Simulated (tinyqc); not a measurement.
From results back to parameters: Lorentz oscillators and the Kramers-Kronig relations. Five cases, with inputs chosen for the exercise.

Problem. Below the gap a single undamped oscillator gives n^2 - 1 = Eo Ed/(Eo^2 - E^2) (Wemple-DiDomenico). Two refractive indices were computed from hidden Eo and Ed.

Find: Eo; Ed; n at E = 0.
Method. 1/(n^2 - 1) = Eo/Ed - E^2/(Eo Ed) is a straight line in E^2: slope -1/(Eo Ed), intercept Eo/Ed.

Case 1.

Values chosen: Ea = 1 eV; Eb = 2.4 eV.
n(Ea) = 1.219749
n(Eb) = 1.227735

Solution.

Eo = 11.16 eV
Ed = 5.4 eV
n at E = 0 = 1.218

Case 2.

Values chosen: Ea = 0.8 eV; Eb = 1.98 eV.
n(Ea) = 1.413447
n(Eb) = 1.422159

Solution.

Eo = 11.68 eV
Ed = 11.6 eV
n at E = 0 = 1.412

Case 3.

Values chosen (out of a larger set: line positions loosely like those of Si; Lorentz tails absorb below the gap, where the real solid is clear; not measured data): Ea = 0.94 eV; Eb = 2.05 eV.

n(Ea) = 3.588180
n(Eb) = 3.964671

Solution.

Eo = 4.25 eV
Ed = 48.0 eV
n at E = 0 = 3.506

Case 4.

Values chosen: Ea = 0.84 eV; Eb = 2.27 eV.
n(Ea) = 1.342552
n(Eb) = 1.361356

Solution.

Eo = 8.68 eV
Ed = 6.9 eV
n at E = 0 = 1.340

Case 5.

Values chosen (out of a larger set: line positions loosely like those of GaN; Lorentz tails absorb below the gap, where the real solid is clear; not measured data): Ea = 0.83 eV; Eb = 2.39 eV.

n(Ea) = 2.295648
n(Eb) = 2.410789

Solution.

Eo = 6.73 eV
Ed = 28.3 eV
n at E = 0 = 2.281

Computed by tinyqc, one run a case: `OMP_NUM_THREADS=1 python tinyqc.py N N+1 out.jsonl` with N = 1652662, 1652698, 1652722, 1652778, 1680014; one thread of a shared Intel(R) Xeon(R) Processor @ 2.30GHz, about 0.2 s a run at most.
